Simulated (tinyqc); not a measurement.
WKB tunnelling through a gate dielectric with a two-band (Franz) dispersion: one step. Decay constant through the layer. Five cases, with inputs chosen for the exercise.

Question. Nine points x = j x_e/8.

At depth x the conduction edge lies u(x) = phi - V x/t above the electron. Parabolic: kappa = sqrt(m u/c). Franz: kappa = sqrt(m u (1 - u/Eg)/c), which vanishes at both band edges. c = hbar^2/2m0. T = exp(-2 integral of kappa dx) over the region u > 0; no image force, no prefactor, zero transverse momentum. The region ends at x_e = min(t, phi t/V); x_e < t is the Fowler-Nordheim regime.

Constants: hbar^2/2m0 = 3.80998211 eV angstrom^2.

Case 1.

Values chosen (of the size used for Si3N4 on silicon; shifted at random, so the results belong to these values and not to a real crystal):
- Eg = 5.06 eV (gap of the dielectric)
- phi = 2 eV (barrier above the electron energy at the emitter)
- m = 0.48 m0 (mass at the conduction edge)
- t = 46 angstrom (thickness)
- V = 1.7 V (voltage across the layer)

x_e = 46.0000 angstrom

Case 2.

Values chosen (of the size used for La2O3 on silicon; shifted at random, so the results belong to these values and not to a real crystal):
- Eg = 6.28 eV (gap of the dielectric)
- phi = 2.42 eV (barrier above the electron energy at the emitter)
- m = 0.27 m0 (mass at the conduction edge)
- t = 20 angstrom (thickness)
- V = 0.4 V (voltage across the layer)

x_e = 20.0000 angstrom

Case 3.

Values chosen (of the size used for SiO2 on silicon; shifted at random, so the results belong to these values and not to a real crystal):
- Eg = 8.62 eV (gap of the dielectric)
- phi = 3.02 eV (barrier above the electron energy at the emitter)
- m = 0.49 m0 (mass at the conduction edge)
- t = 38 angstrom (thickness)
- V = 2.3 V (voltage across the layer)

x_e = 38.0000 angstrom

Case 4.

Values chosen (of the size used for SiO2 on silicon; shifted at random, so the results belong to these values and not to a real crystal):
- Eg = 8.56 eV (gap of the dielectric)
- phi = 2.95 eV (barrier above the electron energy at the emitter)
- m = 0.57 m0 (mass at the conduction edge)
- t = 21 angstrom (thickness)
- V = 1.9 V (voltage across the layer)

x_e = 21.0000 angstrom

Case 5.

Values chosen (of the size used for HfO2 on silicon; shifted at random, so the results belong to these values and not to a real crystal):
- Eg = 5.55 eV (gap of the dielectric)
- phi = 1.42 eV (barrier above the electron energy at the emitter)
- m = 0.2 m0 (mass at the conduction edge)
- t = 51 angstrom (thickness)
- V = 0.3 V (voltage across the layer)

x_e = 51.0000 angstrom

Give: kappa (1/angstrom).

Answer.

Case 1.

kappa (1/angstrom):
```
x (angstrom)  u (eV)  parabolic   Franz
0.000         2.0000     0.5020  0.3904
5.750         1.7875     0.4746  0.3816
11.500        1.5750     0.4455  0.3697
17.250        1.3625     0.4143  0.3542
23.000        1.1500     0.3806  0.3346
28.750        0.9375     0.3437  0.3102
34.500        0.7250     0.3022  0.2797
40.250        0.5125     0.2541  0.2409
46.000        0.3000     0.1944  0.1886
```

At the emitter the Franz value is 22.2 % below the parabolic one, the factor sqrt(1 - phi/Eg).

Case 2.

kappa (1/angstrom):
```
x (angstrom)  u (eV)  parabolic   Franz
0.000         2.4200     0.4141  0.3247
2.500         2.3700     0.4098  0.3234
5.000         2.3200     0.4055  0.3220
7.500         2.2700     0.4011  0.3205
10.000        2.2200     0.3966  0.3189
12.500        2.1700     0.3921  0.3172
15.000        2.1200     0.3876  0.3155
17.500        2.0700     0.3830  0.3136
20.000        2.0200     0.3784  0.3116
```

At the emitter the Franz value is 21.6 % below the parabolic one, the factor sqrt(1 - phi/Eg).

Case 3.

kappa (1/angstrom):
```
x (angstrom)  u (eV)  parabolic   Franz
0.000         3.0200     0.6232  0.5023
4.750         2.7325     0.5928  0.4899
9.500         2.4450     0.5608  0.4746
14.250        2.1575     0.5268  0.4561
19.000        1.8700     0.4904  0.4340
23.750        1.5825     0.4511  0.4076
28.500        1.2950     0.4081  0.3762
33.250        1.0075     0.3600  0.3383
38.000        0.7200     0.3043  0.2913
```

At the emitter the Franz value is 19.4 % below the parabolic one, the factor sqrt(1 - phi/Eg).

Case 4.

kappa (1/angstrom):
```
x (angstrom)  u (eV)  parabolic   Franz
0.000         2.9500     0.6643  0.5378
2.625         2.7125     0.6370  0.5265
5.250         2.4750     0.6085  0.5130
7.875         2.2375     0.5786  0.4972
10.500        2.0000     0.5470  0.4789
13.125        1.7625     0.5135  0.4576
15.750        1.5250     0.4777  0.4330
18.375        1.2875     0.4389  0.4045
21.000        1.0500     0.3963  0.3712
```

At the emitter the Franz value is 19.0 % below the parabolic one, the factor sqrt(1 - phi/Eg).

Case 5.

kappa (1/angstrom):
```
x (angstrom)  u (eV)  parabolic   Franz
0.000         1.4200     0.2730  0.2355
6.375         1.3825     0.2694  0.2334
12.750        1.3450     0.2657  0.2313
19.125        1.3075     0.2620  0.2291
25.500        1.2700     0.2582  0.2267
31.875        1.2325     0.2544  0.2243
38.250        1.1950     0.2505  0.2219
44.625        1.1575     0.2465  0.2193
51.000        1.1200     0.2425  0.2166
```

At the emitter the Franz value is 13.7 % below the parabolic one, the factor sqrt(1 - phi/Eg).

Computed by tinyqc, one run a case: `OMP_NUM_THREADS=1 python tinyqc.py N N+1 out.jsonl` with N = 1480113, 1480237, 1480265, 1480515, 1480597; one thread of a shared Intel(R) Xeon(R) Processor @ 2.30GHz, about 0.01 s a run at most.
